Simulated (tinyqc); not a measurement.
Dielectric confinement in a thin film (image charges): one step. Self-energy across the film. Three cases, with inputs chosen for the exercise.

Task: S at 2z/t = 0, 0.2, 0.4, 0.6, 0.8 and 0.9, summed to n = 399.

A film |z| < t/2 of dielectric constant eps between half-spaces of dielectric constant e2; lam = (eps - e2)/(eps + e2), q = e^2/(4 pi eps0). The self-energy of a band edge is taken with the high-frequency value, e2 = eh, and the field of a fixed ion with the static one, e2 = eo. A charge at z has images lam^|n| at n t + (-1)^n z. Its self-energy is S(z) = (q/2 eps) sum over n >= 1 of lam^n [1/(n t - 2z) + 1/(n t + 2z)] for odd n and 2 lam^n/(n t) for even n; at the centre S(0) = -(q/(eps t)) ln(1 - lam).

Constants: e^2/(4 pi eps0) = 14.39964547 eV angstrom.

Give: Self-energy.

Case 1.

Values chosen (out of a larger set: near those of a Si (100) film, two-fold valleys, between layers of SiO2; not measured data):
- t = 44 angstrom (film thickness)
- eps = 12 (dielectric constant of the film)
- eh = 2.2 (high-frequency dielectric constant outside)

Result:

Self-energy:
```
2z/t  z (angstrom)  S (meV)
0.0            0.0    31.95
0.2            4.4    32.75
0.4            8.8    35.60
0.6           13.2    42.68
0.8           17.6    65.67
0.9           19.8   112.52
```

Case 2.

Values chosen (out of a larger set: near those of a Ge film between layers of SiO2; not measured data):
- t = 70 angstrom (film thickness)
- eps = 16.3 (dielectric constant of the film)
- eh = 2.1 (high-frequency dielectric constant outside)

Result:

Self-energy:
```
2z/t  z (angstrom)  S (meV)
0.0            0.0    18.64
0.2            7.0    19.06
0.4           14.0    20.54
0.6           21.0    24.22
0.8           28.0    36.13
0.9           31.5    60.39
```

Case 3.

Values chosen (out of a larger set: near those of a Si (100) film, two-fold valleys, between layers of a low-k oxide; not measured data):
- t = 58 angstrom (film thickness)
- eps = 11.7 (dielectric constant of the film)
- eh = 2 (high-frequency dielectric constant outside)

Result:

Self-energy:
```
2z/t  z (angstrom)  S (meV)
0.0            0.0    26.12
0.2            5.8    26.76
0.4           11.6    29.04
0.6           17.4    34.69
0.8           23.2    53.05
0.9           26.1    90.45
```

Towards the wall S diverges as (q lam/4 eps)/(distance), an artefact of the abrupt interface that the vanishing envelope makes harmless.

Computed by tinyqc, one run a case: `OMP_NUM_THREADS=1 python tinyqc.py N N+1 out.jsonl` with N = 1251222, 1251232, 1251435; one thread of a shared Intel(R) Xeon(R) Processor @ 2.30GHz, about 0.07 s a run at most.
